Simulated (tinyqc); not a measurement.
Shockley state of an s-p chain by decimation: sweeps and comparisons. A value that a table varies takes the place of the one given here.

Each site has s at -d/2 and p at +d/2: H0 = diag(-d/2, d/2). The block to the next site on the right is H1 = [[-ts, u], [-u, tp]] (rows s, p of site n; columns s, p of site n + 1). Bulk: H(k) = [[-d/2 - 2 ts cos k, 2i u sin k], [-2i u sin k, d/2 + 2 tp cos k]]. The bands are inverted at k = pi if d < 2 (ts + tp).

Decimation (Sancho-Rubio) at z = E + i eta: start with es = e = H0, A = H1, B = H1^T. Each round forms g = (z - e)^-1 and sets es += A g B, e += A g B + B g A, A = A g A, B = B g B, doubling the length covered. Stop when all |A| < 1e-10. Surface G = (z - es)^-1, bulk G = (z - e)^-1; densities -Im tr G/pi.

Inputs chosen for the exercise:
- d = 1.74 eV (Ep - Es)
- ts = 1 eV (s-s hopping)
- tp = 1.5 eV (p-p hopping)
- u = 1.24 eV (s-p hopping)
- eta = 0.05 eV (broadening)
- E1 = -2.33 eV (first energy)
- dE = 0.366 eV (step)
- E = 0.42 eV (energy)

## Surface against bulk across the gap

Eleven energies E1 + j dE.

Densities (1/eV):

| E (eV) | surface | bulk |
|---|---|---|
| -2.330 | 0.5030 | 0.7829 |
| -1.964 | 0.0394 | 0.1089 |
| -1.598 | 0.0177 | 0.0232 |
| -1.232 | 0.0182 | 0.0115 |
| -0.866 | 0.0330 | 0.0077 |
| -0.500 | 0.1318 | 0.0063 |
| -0.134 | 3.4146 | 0.0063 |
| 0.232 | 0.0869 | 0.0078 |
| 0.598 | 0.0280 | 0.0137 |
| 0.964 | 0.0210 | 0.0634 |
| 1.330 | 0.1062 | 0.3979 |

edges of the bulk gap (201 k points) (eV): -2.1300  1.1300

What can be read from the table?

Inside the gap the bulk density is only the tail of the broadening, at least 0.0063. The surface density peaks at -0.134 eV among these rows (3.415); a chain of 60 sites puts the surface level at -0.1740 eV.

## Through the band inversion

d = f 2 (ts + tp). Gap edges from 201 k points; levels in the gap from an open chain of 60 sites (their mean, and the weight on the two end sites summed over them, divided by their number); a dash: none.

Against d:

| f | d (eV) | top of lower band (eV) | bottom of upper band (eV) | levels in the gap | mean level (eV) | end weight |
|---|---|---|---|---|---|---|
| 0.10 | 0.500 | -2.2500 | 1.7500 | 2 | -0.0500 | 0.990 |
| 0.30 | 1.500 | -2.2500 | 1.2500 | 2 | -0.1500 | 0.910 |
| 0.50 | 2.500 | -1.7500 | 0.7500 | 2 | -0.2500 | 0.750 |
| 0.70 | 3.500 | -1.2500 | 0.2500 | 2 | -0.3500 | 0.510 |
| 0.85 | 4.250 | -0.8750 | -0.1250 | 2 | -0.4250 | 0.277 |
| 1.15 | 5.750 | -0.8750 | -0.1250 | 0 | - | - |
| 1.30 | 6.500 | -1.2500 | 0.2500 | 0 | - | - |
| 1.60 | 8.000 | -2.0000 | 1.0000 | 0 | - | - |

How do the results move?

Levels in the gap appear for f = 0.1, 0.3, 0.5, 0.7 and 0.85 and for none of the other rows; the gap closes at f = 1. The level lies at -0.0500 eV for f = 0.1 and -0.4250 eV for f = 0.85, on the line E = d (ts - tp)/(2 (ts + tp)), and its end weight goes from 0.99 to 0.28: no shift of the surface potential is needed, the inversion alone binds it.

## What each parameter does

Gap edges from 201 k points between 0 and pi, and the surface density at E by decimation. Each row changes one parameter from the base and keeps the others.

Results:

| case | top of lower band (eV) | bottom of upper band (eV) | surface density (1/eV) |
|---|---|---|---|
| base | -2.1300 | 1.1300 | 0.0432 |
| d = 1.914 eV | -2.0430 | 1.0430 | 0.0402 |
| ts = 1.1 eV | -2.1300 | 1.3300 | 0.0491 |
| tp = 1.65 eV | -2.4300 | 1.1300 | 0.0388 |
| u = 1.364 eV | -2.1300 | 1.1300 | 0.0428 |
| eta = 0.1 eV | -2.1300 | 1.1300 | 0.0847 |

What can be read from the table?

The largest shifts from the base row, up to three for each result and ties (the steps differ in size, so this ranks the rows, not the parameters). top of lower band (eV): tp -0.3000, d +0.0870; unchanged at the printed digits by ts, u and eta. bottom of upper band (eV): ts +0.2000, d -0.0870; unchanged at the printed digits by tp, u and eta. surface density (1/eV): eta +0.0415, ts +0.0059, tp -0.0044. The base chain is inverted, so a surface state lies in the gap; E lies in the gap.

(tinyqc, `OMP_NUM_THREADS=1 python tinyqc.py 1450572 1450573 out.jsonl`, Intel(R) Xeon(R) Processor @ 2.30GHz, 1 thread, shared host, about 0.2 s.)
